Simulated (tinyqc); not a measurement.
Surface orientation: inversion layer as a triangular well, valleys of the Ge type.

Four ellipsoidal valleys (eight halves) with their long axes along <111>, mass ml along the axis and mt across it. For a valley whose axis makes the angle theta with the surface normal, 1/m_z = cos^2(theta)/ml + sin^2(theta)/mt sets the confinement; in the plane the masses are m_1 = mt and m_2 = ml mt/m_z, and m_d = sqrt(m_1 m_2). The Gamma and Delta valleys are left out; the heavy Delta valleys, about 0.18 eV up, can lie lowest under strong confinement.

The field is taken as constant, e F = 4 pi (e^2/4 pi eps0)(Nd + eta Ns)/eps, with 1e12/cm^2 = 1e-4/angstrom^2, and the oxide as a hard wall at z = 0; c = hbar^2/2m0.

Level j of a valley lies at E_j = a_j (c (e F)^2/m_z)^(1/3) above the band edge at the surface, with the Airy zeros a_j = 2.338107, 4.087949, 5.520560, 6.786708, 7.944134, 9.022651, 10.040174, 11.008524, 11.936016, 12.828777, and has <z> = 2 E_j/(3 e F).

Subband i holds n_i = g m_d/(2 pi c) kB T ln(1 + exp((EF - E_i)/kB T)) (spin included), and EF is fixed by sum n_i = Ns over the levels listed or, where none are listed, over j = 0 to 9 of each group; 1e12/cm^2 = 1e-4/angstrom^2.

Constants: hbar^2/2m0 = 3.80998211 eV angstrom^2; e^2/(4 pi eps0) = 14.39964547 eV angstrom; kB = 8.617333262e-05 eV/K.

Values chosen for the exercise (near those of Ge; not measured data):
- ml = 1.585 m0 (longitudinal mass)
- mt = 0.083 m0 (transverse mass)
- eps = 16.2 (dielectric constant)
- Nd = 0.1 x 1e12/cm^2 (depletion charge)
- eta = 0.5 (share of Ns in the effective field)
- Ns = 1.6 x 1e12/cm^2 (electron sheet density)
- T = 300 K (temperature)

The same densities on four faces. m_c is the conductivity mass averaged over directions in the plane: 1/m_c = sum n_i (1/m_1 + 1/m_2)/2 / Ns.

Cases:

| face |
|---|
| (100) |
| (110) |
| (111) |
| (211) |

Rank the cases by EF (eV), lowest first.

Answer: (111), (211), (110), (100).

Results:

| face | valleys of lowest | lowest E (eV) | EF (eV) | share of lowest (%) | <z> (angstrom) | m_c (m0) |
|---|---|---|---|---|---|---|
| (100) | 4 | 0.0740 | 0.0177 | 86.9 | 54.8 | 0.154 |
| (110) | 2 | 0.0602 | 0.0161 | 49.6 | 52.5 | 0.150 |
| (111) | 1 | 0.0314 | 0.0137 | 22.8 | 48.0 | 0.112 |
| (211) | 1 | 0.0454 | 0.0154 | 26.5 | 51.2 | 0.142 |

The lowest level is deepest on (111), where a valley axis lies closest to the normal, and the lightest conductivity mass is on (111) (0.112 m0, against 0.154 m0 on (100)). EF, counted from the band edge at the surface, is lowest on (111) and spans 4 meV.

Run: tinyqc, `OMP_NUM_THREADS=1 python tinyqc.py 1250282 1250283 out.jsonl`; Intel(R) Xeon(R) Processor @ 2.30GHz, one thread, shared host; about 0.02 s of CPU time with all checks.
